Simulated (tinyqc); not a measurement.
# Lossy interposer transmission line with skin effect: what changes with what

A uniform line in a homogeneous dielectric: c = sqrt(er)/(c0 Z0), l = Z0 sqrt(er)/c0 (c0 = 299792458 m/s), g = w c td, w = 2 pi f. The resistance joins its limits as r = sqrt(r_dc^2 + r_hf^2), with r_dc = rho/(wd th), r_hf = kr rho/(2 delta (wd + th)), delta = sqrt(rho/(pi f mu0)), mu0 = 4 pi 1e-7 H/m; this is an interpolation, and internal inductance, up to 0.05 nH/mm at low frequency, is neglected.

Values chosen for this exercise: width of the strip wd = 2.6 um; thickness of the strip th = 1.2 um; resistivity rho = 1.8 uohm cm; relative permittivity er = 3.5; loss tangent td = 0.01; lossless impedance sqrt(l/c) Z0 = 60 ohm; factor for crowding and the return path kr = 2; length len = 5.5 mm; source resistance Rg = 100 ohm; load resistance RL = 50 ohm; load capacitance CL = 0 fF; frequency f = 2.1 GHz.

Each table varies one quantity; the others keep the values above.

## Line properties against frequency

gamma = sqrt((r + i w l)(g + i w c)) = alpha + i beta, Zc = sqrt((r + i w l)/(g + i w c)), roots with positive real part; loss 8.685889638 alpha in dB; phase velocity w/beta. ZL = 1/(1/RL + i w CL); reflection (ZL - Zc)/(ZL + Zc); Zin = Zc (ZL + Zc tanh(gamma len))/(Zc + ZL tanh(gamma len)); H = V_load/V_source = [Zin/(Zin + Rg)]/[cosh(gamma len) + (Zc/ZL) sinh(gamma len)].

Result of one run:

| f (GHz) | r (ohm/mm) | r/(w l) | loss (dB/mm) | \|Zc\| (ohm) | phase velocity over c0 | length in wavelengths | \|H\| (dB) |
|---|---|---|---|---|---|---|---|
| 0.03 | 5.7820 | 81.924 | 0.065323 | 543.08 | 0.083420 | 0.0065977 | -11.213 |

What becomes of these results when the frequency f is changed from 0.03 to 0.09 GHz, all else the same?

Result of the changed run:

| f (GHz) | r (ohm/mm) | r/(w l) | loss (dB/mm) | \|Zc\| (ohm) | phase velocity over c0 | length in wavelengths | \|H\| (dB) |
|---|---|---|---|---|---|---|---|
| 0.09 | 5.8075 | 27.428 | 0.11204 | 314.33 | 0.14242 | 0.011594 | -11.220 |

The whole series:

| f (GHz) | r (ohm/mm) | r/(w l) | loss (dB/mm) | \|Zc\| (ohm) | phase velocity over c0 | length in wavelengths | \|H\| (dB) |
|---|---|---|---|---|---|---|---|
| 0.01 | 5.7735 | 245.41 | 0.037839 | 939.92 | 0.048396 | 0.0037908 | -11.210 |
| 0.03 | 5.7820 | 81.924 | 0.065323 | 543.08 | 0.083420 | 0.0065977 | -11.213 |
| 0.09 | 5.8075 | 27.428 | 0.11204 | 314.33 | 0.14242 | 0.011594 | -11.220 |
| 0.3 | 5.8958 | 8.3537 | 0.19782 | 174.03 | 0.24748 | 0.022240 | -11.246 |
| 0.8 | 6.1009 | 3.2416 | 0.30001 | 110.51 | 0.36202 | 0.040541 | -11.307 |
| 2 | 6.5671 | 1.3957 | 0.41180 | 78.618 | 0.45978 | 0.079804 | -11.455 |
| 7 | 8.2299 | 0.49975 | 0.59116 | 63.438 | 0.52004 | 0.24695 | -12.294 |
| 20 | 11.476 | 0.24391 | 0.85898 | 60.872 | 0.53096 | 0.69105 | -13.959 |
| 60 | 18.126 | 0.12841 | 1.4117 | 60.244 | 0.53359 | 2.0629 | -17.121 |

r equals w l at 2.94 GHz: below it |Zc| and the delay grow as in an RC line, above it |Zc| tends to Z0 = 60 ohm and the velocity to 1/sqrt(er) = 0.535 c0. The loss goes as f^(0.50) between the first two rows and f^(0.45) between the last two. |H| is -11.2 dB in the first row and -17.1 dB in the last; between rows it can pass through resonances that the table doesn't show.

## Effect of the width of the strip

Same model as above.

Z0 is held fixed by scaling the dielectric height.

Result of one run:

| wd (um) | r (ohm/mm) | r/(w l) | loss (dB/mm) | \|Zc\| (ohm) | phase velocity over c0 | length in wavelengths | \|H\| (dB) |
|---|---|---|---|---|---|---|---|
| 1 | 15.99 | 3.238 | 0.7869 | 110.4 | 0.3622 | 0.1064 | -13.72 |

What becomes of these results when the width of the strip wd is changed from 1 to 0.65 um, all else the same?

Result of the changed run:

| wd (um) | r (ohm/mm) | r/(w l) | loss (dB/mm) | \|Zc\| (ohm) | phase velocity over c0 | length in wavelengths | \|H\| (dB) |
|---|---|---|---|---|---|---|---|
| 0.65 | 24.00 | 4.859 | 1.013 | 133.6 | 0.3109 | 0.1239 | -15.31 |

The whole series:

| wd (um) | r (ohm/mm) | r/(w l) | loss (dB/mm) | \|Zc\| (ohm) | phase velocity over c0 | length in wavelengths | \|H\| (dB) |
|---|---|---|---|---|---|---|---|
| 0.65 | 24.00 | 4.859 | 1.013 | 133.6 | 0.3109 | 0.1239 | -15.31 |
| 1 | 15.99 | 3.238 | 0.7869 | 110.4 | 0.3622 | 0.1064 | -13.72 |
| 1.6 | 10.34 | 2.093 | 0.5856 | 91.38 | 0.4162 | 0.09257 | -12.43 |
| 2.5 | 6.848 | 1.386 | 0.4301 | 78.44 | 0.4604 | 0.08368 | -11.53 |
| 4 | 4.425 | 0.8957 | 0.2998 | 69.52 | 0.4948 | 0.07786 | -10.86 |
| 6.3 | 2.885 | 0.5839 | 0.2047 | 64.56 | 0.5153 | 0.07477 | -10.41 |
| 9.9 | 1.873 | 0.3790 | 0.1369 | 62.05 | 0.5260 | 0.07325 | -10.10 |
| 16 | 1.176 | 0.2381 | 0.08815 | 60.83 | 0.5311 | 0.07254 | -9.875 |

As wd goes from 0.65 to 16, the loss falls from 1.01 to 0.0881 dB/mm, |Zc| falls from 134 to 60.8 ohm and |H| goes from -15.3 to -9.88 dB, with its highest value among the rows, -9.88 dB, at wd = 16.

Program tinyqc, `OMP_NUM_THREADS=1 python tinyqc.py 2810227 2810228 out.jsonl`; Intel Xeon 2.30GHz, shared host, one thread, about 0.01 s.
